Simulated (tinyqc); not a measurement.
Input admittance of a MOSFET at zero drain bias: distributed channel and distributed gate: one step of the calculation.

Source and drain grounded, strong inversion, w = 2 pi f, Cox = eps0 eox/tox. The channel is an RC line of resistance 1/(mu Cox Vo) per square fed from both ends, so one finger has the intrinsic admittance y = i w Cox L tanh(g)/g per width, g = (1/2) sqrt(i w tau), tau = L^2/(mu Vo). The vertical resistance rv/L is in series with y, the overlaps 2 i w Cov in parallel: y_t = 1/(1/y + rv/L) + 2 i w Cov. The gate strip is a line of Rsh/L per length loaded by y_t, so a finger has Y = y_t Wf tanh(k)/k, k = (Wf/sd) sqrt(y_t Rsh/L); the device has Nf Y.

Question. Input impedance of the device. k and Y as defined; Z = 1/(Nf Y) = R + 1/(i w C); Q = |Im Z|/R; signal at the point farthest from a contact |1/cosh k|.

Inputs (values chosen for the exercise); values of the order met in silicon radio-frequency transistors:
```
symbol  value        unit                                        meaning
L        0.23          um                                 channel length
Wf        1.5          um                                   finger width
Nf          8                                          number of fingers
Rsh       4.4  ohm/square                   sheet resistance of the gate
sd          1              number of ends at which a finger is contacted
f          29         GHz                                      frequency
```

y_t = 7.29608+282.30536i uS/um

Wanted: k; Nf Y; R; C; Q; signal at the far point.

Answer.

k = 0.078960+0.076946i
Nf Y = 0.1013+3.3869i mS
R = 8.8196 ohm
C = 18.604 fF
Q = 33.447
signal at the far point = 0.99983

Computed by the program tinyqc: `OMP_NUM_THREADS=1 python tinyqc.py 2262031 2262032 out.jsonl`, one thread of a shared Intel Xeon 2.30GHz, about 0.01 s for the whole run.
